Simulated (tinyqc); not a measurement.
# From one set of inputs to another, one input at a time

Model: one anharmonic mode: perturbation theory, self-consistent phonons and exact levels. Computed by tinyqc, a small Python program. Command: `OMP_NUM_THREADS=1 python tinyqc.py 3010505 3010506 out.jsonl scp ladder`. One thread of a shared host (Intel(R) Xeon(R) Processor @ 2.30GHz), about 0.07 s of CPU time with the checks.

V(x) = k x^2/2 + b x^4 for one coordinate x of mass M. A constant K > 0 gives hbar Omega = sqrt((hbar^2/u) K/M) with K in eV/angstrom^2 and M in u.

The inputs printed are set A. Inputs not listed in the table keep their values of set A, so the rows need not describe a real material.

Inputs (values chosen for the exercise, for a model mode):
```
quantity             value           unit
mode mass M           37.3              u
harmonic constant k  -6.54  eV/angstrom^2
quartic constant b     344  eV/angstrom^4
temperature T          240              K
mixing                0.25              -
```

Shape: double well.

Constants: hbar^2/u = 4.18015928e-03 eV angstrom^2; k_B = 8.617333262e-05 eV/K.

Method:
- Self-consistent phonon, centred at x = 0: K = k + 12 b <x^2>, <x^2> = (hbar Omega/(2K)) coth(hbar Omega/(2 k_B T)).
- Start at K = |k|; K(new) = K + mixing x (K_out - K), but at least K/20; stop when |K_out - K| < 1e-9 |k| or after 90 steps.
- Its free energy is F = k_B T ln[2 sinh(hbar Omega/(2 k_B T))] + (k - K)<x^2>/2 + 3 b <x^2>^2, an upper bound to the exact one.
- Basis: oscillator states n of the constant |k|, with x = s (a + a+), s^2 = hbar Omega/(2|k|); H = hbar Omega (n + 1/2) + (k - |k|) x^2/2 + b x^4, with exact matrix elements of x^2 and x^4.
- Exact values use 120 basis states: F = -k_B T ln sum exp(-E_n/(k_B T)), and <x^2> is the Boltzmann mean.

Each row keeps all changes above it:
```
input moved                           from     to  self-consistent <x^2> (angstrom^2)  E_1 - E_0 (meV)  exact <x^2> (angstrom^2)
set A                                    -      -                           0.0033217       1.7790e+01                  0.004296
temperature T (K)                      240    300                           0.0035459       1.7790e+01                  0.004587
quartic constant b (eV/angstrom^4)     344    304                           0.0038309       1.6173e+01                  0.005032
harmonic constant k (eV/angstrom^2)  -6.54  -16.8                           0.0058867       1.8675e+00                  0.011217
mode mass M (u)                       37.3    107                           0.0058444       4.9869e-02                  0.011648
```

Which inputs carry the difference?

Self-consistent <x^2> goes from 0.00332 to 0.00584, a factor 1.76 in all. The largest single move comes from harmonic constant k (a factor 1.54). E_1 - E_0 goes from 17.8 to 0.0499, a factor 0.00280 in all. The largest single move comes from mode mass M (a factor 0.0267). Exact <x^2> goes from 0.00430 to 0.0116, a factor 2.71 in all. The largest single move comes from harmonic constant k (a factor 2.23). The single moves hold for this order of the switches; the total does not depend on the order.

Extremes, crossings and ranges named in words are read from the listed rows.
